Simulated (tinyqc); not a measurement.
Inside a calculation. Method: MP2 on RHF in the 3-21g basis, for H3+, spin multiplicity 1. One step of it, computed by the program tinyqc.

Task: Orthogonalisation. S = U s U^T; symmetric (Loewdin) form X = U s^(-1/2) U^T, so that X^T S X = 1.

overlap S, order 1H 1s, 1H 2s, 2H 1s, 2H 2s, 3H 1s, 3H 2s:
$$\begin{pmatrix}
1.000000 & 0.645899 & 0.144945 & 0.336048 & 0.105187 & 0.299893 \\
0.645899 & 1.000000 & 0.336048 & 0.673151 & 0.299893 & 0.628277 \\
0.144945 & 0.336048 & 1.000000 & 0.645899 & 0.003950 & 0.091356 \\
0.336048 & 0.673151 & 0.645899 & 1.000000 & 0.091356 & 0.305495 \\
0.105187 & 0.299893 & 0.003950 & 0.091356 & 1.000000 & 0.645899 \\
0.299893 & 0.628277 & 0.091356 & 0.305495 & 0.645899 & 1.000000
\end{pmatrix}$$

Give: eigenvalues of S; X.

Result:

eigenvalues of S: [0.134, 0.271, 0.403, 0.908, 1.422, 2.863]

X, order 1H 1s, 1H 2s, 2H 1s, 2H 2s, 3H 1s, 3H 2s:
$$\begin{pmatrix}
1.253 & -0.538 & 0.008 & 0.036 & 0.023 & 0.035 \\
-0.538 & 1.902 & -0.007 & -0.596 & -0.005 & -0.537 \\
0.008 & -0.007 & 1.242 & -0.481 & 0.003 & 0.043 \\
0.036 & -0.596 & -0.481 & 1.560 & 0.039 & 0.010 \\
0.023 & -0.005 & 0.003 & 0.039 & 1.242 & -0.482 \\
0.035 & -0.537 & 0.043 & 0.010 & -0.482 & 1.509
\end{pmatrix}$$
